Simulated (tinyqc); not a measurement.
Flow curve at three pumping speeds: Berg model of reactive sputtering of a nitride or oxide: poisoning, hysteresis and pumping speed. Computed by tinyqc, a small Python program. Command: `OMP_NUM_THREADS=1 python tinyqc.py 3025480 3025481 out.jsonl berg walk`. One thread of a shared host (Intel(R) Xeon(R) Processor @ 2.30GHz), about 0.03 s of CPU time with the checks.

A diatomic gas reacts with bare metal on the target and on the collecting surfaces; ions remove metal and compound from the target. theta_t and theta_c are the compound fractions.

Inputs (values chosen for the exercise, close to those used for titanium nitride):
```
quantity                         value     unit
ion current density J              7.6  mA/cm^2
target area A_t                    300     cm^2
collecting area A_c               5000     cm^2
metal yield Y_m                   0.46        -
compound yield Y_c                0.17        -
sticking coefficient alpha        0.16        -
reactive atoms per metal atom z      1        -
gas mass M                          28        u
pumping speed S                    330      l/s
gas temperature T                  300        K
```

Constants: e = 1.602176634e-19 C; u = 1.6605390666e-27 kg; k_B = 1.380649e-23 J/K.

Method. Ion flux j = J/e; gas flux F = P/sqrt(2 pi M k_B T). Target: (2/z) alpha F (1 - theta_t) = j Y_c theta_t. Sputtered flows F_c = j Y_c theta_t A_t, F_m = j Y_m (1 - theta_t) A_t. Collector: (2/z) alpha F (1 - theta_c) A_c + F_c (1 - theta_c) = F_m theta_c. Gas use Q = alpha F [(1 - theta_t) A_t + (1 - theta_c) A_c] + P S/(k_B T); 1 sccm = 4.4780e17 molecules/s. Rate R = F_m + F_c, given relative to j Y_m A_t. P is a single-valued function of the flow Q only if dQ/dP > 0 everywhere: S must exceed k_B T times the steepest fall of the surface terms with P.

pressure of the steepest fall = 0.00980448 Pa

critical pumping speed = 121.909 l/s

Pressure as the free variable:
```
P (Pa)   theta_t  theta_c  relative rate  Q at S_c/4 (sccm)  Q at S_c (sccm)  Q at 2 S_c (sccm)
0.00049  0.05294  0.27756        0.96663             1.9691           1.9933              2.025
0.00098  0.10055  0.44657        0.93661             3.0732           3.1215              3.186
0.00200  0.18577  0.64416        0.88288             4.1897           4.2883              4.420
0.00340  0.27947  0.77573        0.82381             4.7269           4.8945              5.118
0.00590  0.40229  0.87782        0.74638             4.8858           5.1767              5.564
0.00980  0.52785  0.93749        0.66723             4.7330           5.2161              5.860
0.01600  0.64605  0.97009        0.59271             4.4656           5.2543              6.306
0.02500  0.74039  0.98566        0.53323             4.2524           5.4848              7.128
0.03900  0.81648  0.99342        0.48526             4.1644           6.0869              8.650
0.07800  0.89897  0.99817        0.43326             4.4427           8.2877             13.414
```

At S_c/4 the flow falls with pressure in 4 of the intervals: as the target poisons, less metal arrives to getter the gas. At 2 S_c it rises throughout. Coverages and rate depend on P alone, not on S. The collector converts before the target (theta_c = 0.88 at theta_t = 0.40), since the metal is spread over a larger area and no ions clean it. The rate tends to Y_c/Y_m = 0.370.
